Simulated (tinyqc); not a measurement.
Schottky emission and Poole-Frenkel conduction in an insulator, and how to tell them apart: one step of the calculation.

Schottky emission (electrode-limited): J = As T^2 exp[-(pb - b sqrt(F))/Vt], b = sqrt(q/(4 pi eps0 ei)). Poole-Frenkel emission (bulk-limited): J = s0 F exp[-(pt - 2 b sqrt(F))/Vt]. F in V/cm.

Question. Which mechanism made these data. The data come from another sample of the same dielectric, in which one mechanism alone limits the current. Fit straight lines by least squares: ln J on sqrt(F) (Schottky plot, slope b/Vt) and ln(J/F) on sqrt(F) (Poole-Frenkel plot, slope 2 b/Vt), F in V/cm, and read a permittivity from each slope. The right mechanism gives a value near ei, and in any case between ei and es.

Values chosen for this exercise; dielectric values close to those of aluminium oxide: temperature T = 300 K; high-frequency relative permittivity ei = 3.26; static relative permittivity es = 9.09.

Constants: q = 1.602176634e-19 C, kB = 1.380649e-23 J/K, Vt = kB T/q, eps0 = 8.8541878128e-14 F/cm where lengths are in cm. Results are converted to the units shown.

```
point  F (MV/cm)  J (A/cm^2)
0           0.41   2.302e-14
1           0.72   1.251e-13
2           1.03   4.837e-13
3           1.34   1.543e-12
4           1.65   4.331e-12
```

Wanted: slope of the Schottky plot; permittivity read as Schottky; slope of the Poole-Frenkel plot; permittivity read as Poole-Frenkel.

Answer.

slope of the Schottky plot = 0.008130 (cm/V)^0.5
permittivity read as Schottky = 3.260
slope of the Poole-Frenkel plot = 0.005975 (cm/V)^0.5
permittivity read as Poole-Frenkel = 24.14

Both plots are nearly straight, so straightness decides nothing. Read as Schottky the data give 3.26, which matches ei = 3.26; read as Poole-Frenkel they give 24.1, above even the static value 9.09. The data were made by Schottky emission.

Numbers from tinyqc (`OMP_NUM_THREADS=1 python tinyqc.py 2370108 2370109 out.jsonl`; about 0.01 s on one thread of a shared Intel Xeon 2.30GHz).
